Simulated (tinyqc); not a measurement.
# On-chip interconnect, size-dependent resistivity and RC delay: two studies

A rectangular line between two neighbours and two ground planes. Surface and grain-boundary scattering are added to the bulk resistivity as corrections; capacitances are parallel-plate values without fringing; inductance is ignored.

Parameters, values chosen for the exercise; metal values close to those of aluminium: bulk resistivity rho0 = 2.69 uohm cm; bulk mean free path lam = 18.9 nm; specular share of surface scattering ps = 0; reflection coefficient of grain boundaries Rg = 0.25; grain size over the metal width gr = 1.5; drawn line width wd = 33 nm; aspect ratio, height over width AR = 1.7; liner on both walls and the bottom, not conducting tl = 2.4 nm; space to the neighbouring lines sp = 50 nm; dielectric height to the planes above and below hd = 66 nm; relative permittivity of the dielectric ek = 2.5; Miller factor of the neighbours Mf = 0; line length Lw = 48 um; driver resistance Rd = 700 ohm; load capacitance Cl = 1.9 fF; bulk resistivity of the second metal (close to copper) rho2 = 1.7 uohm cm; mean free path of the second metal lam2 = 39.4 nm; liner of the second metal tl2 = 2.4 nm.

Constants: eps0 = 8.8541878128e-12 F/m. Results are converted to the units shown.

Each table varies one quantity; the others keep the values above.

## Delay against the reflection coefficient of grain boundaries

Metal width x = wd - 2 tl, height y = AR wd - tl; grain boundaries (Mayadas-Shatzkes): al = (lam/(gr x)) Rg/(1 - Rg), g = 1/[1 - 3 al/2 + 3 al^2 - 3 al^3 ln(1 + 1/al)] - 1; surfaces (Fuchs-Sondheimer, thick limit): s = (3/8) lam (1 - ps)(1/x + 1/y); rho = rho0 (1 + g + s); r = rho/(x y); c = eps0 ek (2 wd/hd + 2 Mf AR wd/sp). Elmore delay tE = Rd (c Lw + Cl) + r Lw (c Lw/2 + Cl); t50 is the time at which the far end of a ladder of 30 pi sections (half capacitances at both ends, Cl at the far end, a step applied through Rd) reaches half the step; line share r Lw/(Rd + r Lw); estimate 0.69 Rd (c Lw + Cl) + 0.38 r c Lw^2 + 0.69 r Lw Cl.

The same in every row: c (fF/um) = 0.02214.

Results:

| Rg | rho (uohm cm) | r (ohm/um) | tE (ps) | t50 (ps) | estimate (ps) | line share of the resistance (%) |
|---|---|---|---|---|---|---|
| 0.05 | 3.815 | 25.19 | 5.014 | 3.582 | 3.504 | 63.34 |
| 0.15 | 4.032 | 26.62 | 5.181 | 3.702 | 3.622 | 64.61 |
| 0.25 | 4.300 | 28.40 | 5.388 | 3.852 | 3.768 | 66.07 |
| 0.35 | 4.646 | 30.68 | 5.654 | 4.043 | 3.956 | 67.78 |
| 0.45 | 5.110 | 33.75 | 6.012 | 4.301 | 4.209 | 69.83 |
| 0.65 | 6.810 | 44.97 | 7.321 | 5.242 | 5.132 | 75.51 |
| 0.75 | 8.659 | 57.18 | 8.747 | 6.265 | 6.137 | 79.68 |

Estimate the missing row, Rg = 0.55.

Computed row:

| Rg | rho (uohm cm) | r (ohm/um) | tE (ps) | t50 (ps) | estimate (ps) | line share of the resistance (%) |
|---|---|---|---|---|---|---|
| 0.55 | 5.775 | 38.13 | 6.524 | 4.670 | 4.570 | 72.34 |

With this row back in the table: As Rg goes from 0.05 to 0.75, r rises from 25.2 to 57.2 ohm/um, c stays at 0.0221 fF/um and t50 rises from 3.58 to 6.26 ps. t50/tE lies between 0.714 and 0.716, and the estimate is within 2.2 % of t50.

## Two metals against line width

Metal width x = wd - 2 tl, height y = AR wd - tl; grain boundaries (Mayadas-Shatzkes): al = (lam/(gr x)) Rg/(1 - Rg), g = 1/[1 - 3 al/2 + 3 al^2 - 3 al^3 ln(1 + 1/al)] - 1; surfaces (Fuchs-Sondheimer, thick limit): s = (3/8) lam (1 - ps)(1/x + 1/y); rho = rho0 (1 + g + s); r = rho/(x y). The second metal has rho2, lam2 and tl2 in place of rho0, lam and tl; ps, Rg, gr and AR are shared.

Result of one run:

| wd (nm) | rho, first (uohm cm) | rho, second (uohm cm) | r, first (ohm/um) | r, second (ohm/um) | ratio second/first |
|---|---|---|---|---|---|
| 30 | 4.485 | 4.049 | 36.62 | 33.06 | 0.9028 |

What becomes of these results when the drawn line width wd is changed from 30 to 70 nm, all else the same?

Result of the changed run:

| wd (nm) | rho, first (uohm cm) | rho, second (uohm cm) | r, first (ohm/um) | r, second (ohm/um) | ratio second/first |
|---|---|---|---|---|---|
| 70 | 3.400 | 2.631 | 4.473 | 3.461 | 0.7738 |

The whole series:

| wd (nm) | rho, first (uohm cm) | rho, second (uohm cm) | r, first (ohm/um) | r, second (ohm/um) | ratio second/first |
|---|---|---|---|---|---|
| 8 | 15.19 | 18.09 | 4237 | 5047 | 1.191 |
| 10 | 10.67 | 12.15 | 1405 | 1601 | 1.139 |
| 13 | 7.912 | 8.535 | 489.8 | 528.4 | 1.079 |
| 17 | 6.283 | 6.401 | 194.3 | 198.0 | 1.019 |
| 22 | 5.281 | 5.090 | 87.73 | 84.55 | 0.9638 |
| 30 | 4.485 | 4.049 | 36.62 | 33.06 | 0.9028 |
| 45 | 3.831 | 3.194 | 12.86 | 10.72 | 0.8338 |
| 70 | 3.400 | 2.631 | 4.473 | 3.461 | 0.7738 |
| 120 | 3.095 | 2.232 | 1.333 | 0.9610 | 0.7211 |

The resistivity of the first metal falls from 15.2 to 3.10 uohm cm and that of the second goes from 18.1 to 2.23 uohm cm as the line widens. The products rho0 lam, which set the size effect, are 50.8 and 67.0 uohm cm nm. The two resistances cross at wd = 18.5 nm: below it the first metal gives the lower line resistance. For widths well under the mean free path the thick-limit surface term is only a guide.

Program tinyqc, `OMP_NUM_THREADS=1 python tinyqc.py 2100023 2100024 out.jsonl`; Intel Xeon 2.30GHz, shared host, one thread, about 0.01 s.
